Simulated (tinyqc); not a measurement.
Gate sweep: ballistic transport through the one-dimensional subbands of a rectangular nanowire or nanosheet channel. Computed by tinyqc, a small Python program. Command: `OMP_NUM_THREADS=1 python tinyqc.py 3028942 3028943 out.jsonl wire walk`. One thread of a shared host (Intel(R) Xeon(R) Processor @ 2.30GHz), about 0.01 s of CPU time with the checks.

Hard walls, parabolic subbands, transport along x. Energies are counted from the bulk conduction band edge at the top of the barrier, which the gate pulls down by U; the source Fermi level lies at the bulk edge when U = 0.

Inputs (values chosen for the exercise, modelled on In0.53Ga0.47As): mass m = 0.045 m_0; height a = 5.7 nm; width b = 8.6 nm; equivalent oxide thickness t = 1.4 nm; drain voltage V_D = 0.47 V; temperature T = 150 K.

Valleys: single isotropic valley.

Constants: hbar^2/(2 m_0) = 3.80998212 eV angstrom^2; k_B = 8.617333262e-05 eV/K; m_0 = 9.1093837015e-31 kg; k_B = 1.380649e-23 J/K; hbar = 1.054571817e-34 J s; eps_0 = 8.8541878128e-12 F/m; e = 1.602176634e-19 C; h = 6.62607015e-34 J s.

Method:
- E_pq = (hbar^2 pi^2/2)(p^2/(m_y b^2) + q^2/(m_z a^2)); m_x = m_y = m_z = m, degeneracy g = 1; the 10 lowest subbands are kept.
- F_j(eta) = (1/Gamma(j + 1)) int_0^infinity x^j/(1 + exp(x - eta)) dx, F_0 = ln(1 + exp(eta)). Integrals over x = E/(k_B T) use 160 Gauss-Legendre points in u = sqrt(x) from 0 to sqrt(max(eta, 0) + 32).
- With degeneracy g = 1, eta_i = (U - E_i)/(k_B T) and u = e V_D/(k_B T): line density n = sum_i g sqrt(2 m_x k_B T/pi)/(2 hbar) [F_-1/2(eta_i) + F_-1/2(eta_i - u)]; gate: e n = C_ox (V_G - U/e), C_ox = 3.9 eps_0 2 (a + b)/t (flat-plate estimate); I = (2 e k_B T/h) sum_i g [F_0(eta_i) - F_0(eta_i - u)].
- Open modes are sum_i g/(1 + exp(-eta_i)). The last column is e dn/dV_G over C_ox, taken up to the next row.

Subbands:
```
valley axis  p  q  E (meV)  m_x (m_0)
-            1  1   370.18      0.045
-            2  1   709.13      0.045
-            1  2  1141.76      0.045
-            3  1  1274.04      0.045
-            2  2  1480.71      0.045
-            3  2  2045.62      0.045
-            4  1  2064.92      0.045
-            1  3  2427.73      0.045
-            2  3  2766.68      0.045
-            4  2  2836.50      0.045
```

Against the gate voltage:
```
V_G (V)  U (meV)    n (1/nm)  I (microampere)  open modes    C_g/C_ox
0.07        70.0  2.8627e-12       8.2255e-11  8.2130e-11  1.4883e-08
0.17       170.0  6.5558e-09       1.8837e-07  1.8809e-07  1.3315e-04
0.29       290.0  7.0355e-05       2.0224e-03  2.0173e-03  1.0763e-01
0.42       406.0  6.1678e-02       2.8358e+00  9.4108e-01  1.3353e-01
0.52       492.6  1.2047e-01       9.4885e+00  9.9992e-01  8.6074e-02
0.65       611.4  1.6974e-01       1.8695e+01  1.0005e+00  1.3923e-01
0.79       732.0  2.5556e-01       2.9958e+01  1.8540e+00  2.2334e-01
0.95       856.2  4.1290e-01       4.7559e+01  2.0000e+00  2.3672e-01
1.10       970.7  5.6924e-01       5.6684e+01  2.0000e+00  1.8290e-01
1.30      1134.1  7.3030e-01       6.9757e+01  2.3567e+00           -
```

What does the comparison show, and why?

Between the first two rows the current rises one decade per 30 mV, against the limit ln(10) k_B T/e = 30 mV. Above threshold C_g/C_ox lies between 0.09 and 0.24: the quantum capacitance in series costs much, since the density of states of these subbands is small. It dips where a subband has filled past its van Hove peak and recovers when the next one opens or the drain starts to fill the band. Caution: confinement energies this large call for non-parabolicity and barrier penetration, which lower the subbands and raise the mass.

Extremes, crossings and ranges named in words are read from the listed rows.
